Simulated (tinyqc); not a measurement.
Round nanowire with a gate all round, subbands and threshold shift from confinement: one step of the calculation.

Undoped body with a flat potential across it, hard walls, transport along x. One isotropic valley (g = 1, mx = my = mz = me). Non-parabolicity enters the subband edges through E (1 + al E) = gamma, so E = 2 gamma/(1 + sqrt(1 + 4 al gamma)); motion within a subband is taken as parabolic with the band-edge mass. Energies are counted from the bulk band edge.

Problem. Lowest subbands. gamma = C (2 z/(t + dl))^2 (1/my + 1/mz)/2, z the zeros of the Bessel functions J_l (2.404826, 3.831706, 5.135622, 5.520078, ...), twofold for l > 0; the mean inverse mass is an approximation for anisotropic valleys, C = hbar^2/(2 m0). List the 7 lowest, labelled by quantum numbers, with degeneracy g and N_k: N_k = g sqrt(2 mx m0 kB T/(pi hbar^2)).

Values chosen for this exercise; masses close to those of InAs:

| symbol | value | unit | meaning |
|---|---|---|---|
| T | 77 | K | temperature |
| me | 0.0234 | m0 | mass at the band edge |
| al | 2.7 | 1/eV | non-parabolicity |
| t | 13.9 | nm | diameter |
| dl | 0.2 | nm | widening of the box by penetration into the insulator |

Constants: q = 1.602176634e-19 C, kB = 1.380649e-23 J/K, hbar = 1.054571817e-34 J s, m0 = 9.1093837015e-31 kg, hbar^2/(2 m0) = 0.0380998212 eV nm^2. Results are converted to the units shown.

Find: E_k; g; N_k.

Solution.

| subband | E_k (eV) | g | N_k (cm^-1) |
|---|---|---|---|
| 0,1 | 0.1380 | 1 | 3.602e5 |
| 1,1 | 0.2757 | 2 | 7.203e5 |
| 2,1 | 0.4100 | 2 | 7.203e5 |
| 0,2 | 0.4504 | 1 | 3.602e5 |
| 3,1 | 0.5416 | 2 | 7.203e5 |
| 1,2 | 0.6095 | 2 | 7.203e5 |
| 4,1 | 0.6709 | 2 | 7.203e5 |

Range of the model: Non-parabolicity also makes carriers heavier within each subband, which is left out, so densities of states are understated at high energy.

Numbers from tinyqc (`OMP_NUM_THREADS=1 python tinyqc.py 2350011 2350012 out.jsonl`; about 0.1 s on one thread of a shared Intel Xeon 2.30GHz).
